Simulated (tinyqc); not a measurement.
Which lattice a d-band metal prefers: Slater-Koster d bands of an fcc metal.

Slater-Koster d bands. For a bond with direction cosines (l, m, n) the 5 x 5 block is dds Ps + ddp Pp + ddd (1 - Ps - Pp), the projectors on sigma, pi and delta states about the bond; for instance <xy|xy> = 3 l^2 m^2 dds + (l^2 + m^2 - 4 l^2 m^2) ddp + (n^2 + l^2 m^2) ddd, <xy|yz> = 3 l m^2 n dds + l n (1 - 4 m^2) ddp + l n (m^2 - 1) ddd and <3z2-r2|3z2-r2> = (n^2 - (l^2 + m^2)/2)^2 dds + 3 n^2 (l^2 + m^2) ddp + (3/4)(l^2 + m^2)^2 ddd. H(k) sums the blocks times cos(k.R) over the neighbours; the d level is the zero of energy; k in 2 pi/a.

Mesh: k = f1 b1 + f2 b2 + f3 b3 with fractions (j + 1/2)/N, j = 0 to N - 1, and b = (-1,1,1), (1,-1,1), (1,1,-1) for fcc, (0,1,1), (1,0,1), (1,1,0) for bcc, unit vectors for simple cubic. The lowest Nd/10 of all levels are filled with two electrons each; the bond energy is their sum per atom.

Values chosen for the exercise (of the size met in Co; not measured data):
- dds = -0.52 eV (dd sigma)
- ddp = 0.276 eV (dd pi)
- ddd = -0.026 eV (dd delta)
- f2 = 0.487 (factor for second neighbours in bcc)
- N = 10 (mesh)

fcc has twelve neighbours, bcc eight and six (the six times f2), simple cubic six. The integrals of bcc and sc are scaled so that all three have the second moment of fcc, which stands for equal repulsion (structural energy difference theorem). s and p electrons are left out.

Bond energy per atom:

| Nd | fcc (eV) | bcc - fcc (meV) | sc - fcc (meV) |
|---|---|---|---|
| 1 | -1.682 | 92 | -25 |
| 2 | -2.830 | 4 | -29 |
| 3 | -3.691 | -106 | 87 |
| 4 | -4.262 | -196 | 239 |
| 5 | -4.430 | 28 | 317 |
| 6 | -4.169 | 207 | 146 |
| 7 | -3.538 | 194 | -67 |
| 8 | -2.625 | 53 | -234 |
| 9 | -1.424 | -100 | -284 |

scale factors: bcc 1.1285, sc 1.4142

mu3/mu2^1.5: fcc -0.185, bcc -0.172, sc 0.000

mu4/mu2^2: fcc 1.870, bcc 1.766, sc 2.331

largest change of a difference when N is raised to 14 = 12 meV

How do the results move, and what explains it?

fcc is lowest for Nd = 5 and 6. bcc is lowest for Nd = 3 and 4. sc is lowest for Nd = 1, 2, 7, 8 and 9. bcc gains most on fcc at Nd = 4 (-196 meV). A small fourth moment marks a two-peaked band, which tends to favour fillings near one half; bcc has -6 % against fcc, and at Nd = 5 it lies +28 meV from fcc, which the fourth moment alone does not explain (differences of a few tens of meV are within the error of the mesh; hcp is left out, and this d-only model can miss the lattice of the real metal). The third moments, from three-membered rings, skew the bands. That simple cubic wins anywhere comes from keeping d bands and equal second moments alone; no transition metal takes it. Differences below about 12 meV are within the error of this mesh, and the s and p electrons left out weigh most where the d band is nearly empty or full.

Run: tinyqc, `OMP_NUM_THREADS=1 python tinyqc.py 1480643 1480644 out.jsonl`; Intel(R) Xeon(R) Processor @ 2.30GHz, one thread, shared host; about 0.07 s of CPU time with all checks.
